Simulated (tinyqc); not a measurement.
# Off-state leakage of single and stacked transistors: two studies

n-channel devices of unit width. Subthreshold current I(Vg, Vs, Vd) = I0 (T/300 K)^0.5 exp[(Vg - Vs - VT(T) - gb (Vs - Vb) + dd (Vd - Vs))/(nf Vt)] (1 - exp(-(Vd - Vs)/Vt)), VT(T) = VT - cT (T - 300 K). Gate-edge tunnelling Ig (Vd/1 V) exp(ag (Vd - 1 V)), for a gate at 0 V, and band-to-band leakage Ab u exp(-Bb/u), u = Vd - Vb + 1 V, flow at a drain held at V; both are taken as independent of T. In a stack of off transistors (all gates at 0 V) the same subthreshold current passes through each.

Values chosen for this exercise; values of the order met in bulk silicon logic transistors: temperature T = 300 K; supply voltage V = 0.7 V; threshold at 300 K, zero drain and body bias VT = 0.34 V; fall of the threshold with temperature cT = 0.9 mV/K; current at threshold at 300 K I0 = 0.36 uA/um; slope factor nf = 1.37; drain-induced lowering per volt dd = 0.08; rise of the threshold per volt of source-body bias gb = 0.19; gate-edge tunnelling current at 1 V Ig = 0.0006 uA/um; exponential slope of the gate current ag = 5.1 1/V; prefactor of band-to-band leakage at the drain Ab = 20 uA/(um V); its exponential voltage Bb = 23 V; body voltage Vb = 0 V.

Constants: q = 1.602176634e-19 C, kB = 1.380649e-23 J/K, Vt = kB T/q. Results are converted to the units shown.

Each table varies one quantity; the others keep the values above.

## Subthreshold current against the height of the stack

All n gates at 0 V, bottom source at 0 V, top drain at V; node voltages follow from equal currents.

Subthreshold current against the height of the stack:

| n | I (nA/um) | reduction factor | drain voltage of the bottom device (mV) | source voltage of the top device (mV) | voltage across the top device (V) |
|---|---|---|---|---|---|
| 1 | 0.11853 | 1.0000 | 700.00 | 0 | 0.70000 |
| 2 | 0.022553 | 5.2557 | 46.274 | 46.274 | 0.65373 |
| 3 | 0.012444 | 9.5248 | 17.437 | 62.856 | 0.63714 |
| 4 | 0.0086007 | 13.781 | 10.903 | 73.158 | 0.62684 |
| 5 | 0.0065738 | 18.031 | 7.9515 | 80.653 | 0.61935 |
| 6 | 0.0053213 | 22.275 | 6.2628 | 86.548 | 0.61345 |

What does the table show?

The second transistor cuts the current by a factor of 5.26, the third by a further 1.81 and the sixth by 1.24. The top device keeps 87.6 % of the supply at n = 6, while the drain voltage of the bottom one falls to 0.242 Vt.

## Leakage components against the threshold

Same model as above.

One transistor with Vg = Vs = 0, Vd = V; stack factor I(one)/I(two in series).

The same in every row: gate edge (nA/um) = 0.09094; band-to-band (nA/um) = 0.04526; stack factor = 5.256.

Leakage components against the threshold:

| VT (V) | subthreshold (nA/um) | total (nA/um) | largest part |
|---|---|---|---|
| 0.15 | 25.33 | 25.47 | subthreshold |
| 0.2 | 6.174 | 6.310 | subthreshold |
| 0.25 | 1.505 | 1.641 | subthreshold |
| 0.3 | 0.3667 | 0.5029 | subthreshold |
| 0.35 | 0.08937 | 0.2256 | gate edge |
| 0.4 | 0.02178 | 0.1580 | gate edge |
| 0.45 | 0.005309 | 0.1415 | gate edge |
| 0.5 | 0.001294 | 0.1375 | gate edge |
| 0.55 | 3.153e-4 | 0.1365 | gate edge |
| 0.6 | 7.685e-5 | 0.1363 | gate edge |

What does the table show?

As VT goes from 0.15 to 0.6, the total leakage falls from 25.5 to 0.136 nA/um. The subthreshold part leads at VT = 0.15, the gate edge part from 0.35 on. The reduction by a stack of two stays at 5.26, for the subthreshold part alone. For VT = 0.15 the gate is within about 3 nf Vt of threshold, where the exponential law overstates the current.

Computed by the program tinyqc: `OMP_NUM_THREADS=1 python tinyqc.py 2242149 2242150 out.jsonl`, one thread of a shared Intel Xeon 2.30GHz, about 0.04 s for the whole run.
